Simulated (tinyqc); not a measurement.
Berg model of reactive sputtering of a nitride or oxide: poisoning, hysteresis and pumping speed: one step, computed by the program tinyqc.

A diatomic gas reacts with bare metal on the target and on the collecting surfaces; ions remove metal and compound from the target. theta_t and theta_c are the compound fractions.

Question. The hysteresis loop. Ion flux j = J/e; gas flux F = P/sqrt(2 pi M k_B T). Target: (2/z) alpha F (1 - theta_t) = j Y_c theta_t. Sputtered flows F_c = j Y_c theta_t A_t, F_m = j Y_m (1 - theta_t) A_t. Collector: (2/z) alpha F (1 - theta_c) A_c + F_c (1 - theta_c) = F_m theta_c. Gas use Q = alpha F [(1 - theta_t) A_t + (1 - theta_c) A_c] + P S/(k_B T); 1 sccm = 4.4780e17 molecules/s. Rate R = F_m + F_c, given relative to j Y_m A_t. Turning points solve dQ/dP = 0; a jump keeps Q fixed; the width of the loop is the difference of the two turning flows.

Inputs (values chosen for the exercise, close to those used for aluminium nitride):

| quantity | value | unit |
|---|---|---|
| ion current density J | 7.2 | mA/cm^2 |
| target area A_t | 250 | cm^2 |
| collecting area A_c | 3300 | cm^2 |
| metal yield Y_m | 0.85 | - |
| compound yield Y_c | 0.12 | - |
| sticking coefficient alpha | 0.14 | - |
| reactive atoms per metal atom z | 1 | - |
| gas mass M | 28 | u |
| pumping speed S | 47 | l/s |
| gas temperature T | 300 | K |

pressure of the steepest fall = 0.01065508 Pa

Constants: e = 1.602176634e-19 C; u = 1.6605390666e-27 kg; k_B = 1.380649e-23 J/K.

Give: Corners of the loop; width of the loop.

Answer.

Corners of the loop:

| point | P (Pa) | Q (sccm) | theta_t | theta_c | relative rate |
|---|---|---|---|---|---|
| edge of the metallic branch | 0.006 | 5.01 | 0.478 | 0.773 | 0.589 |
| landing, poisoned | 0.119 | 5.01 | 0.947 | 0.998 | 0.187 |
| edge of the poisoned branch | 0.041 | 3.80 | 0.859 | 0.988 | 0.262 |
| landing, metallic | 0.002 | 3.80 | 0.233 | 0.439 | 0.799 |

width of the loop = 1.22 sccm
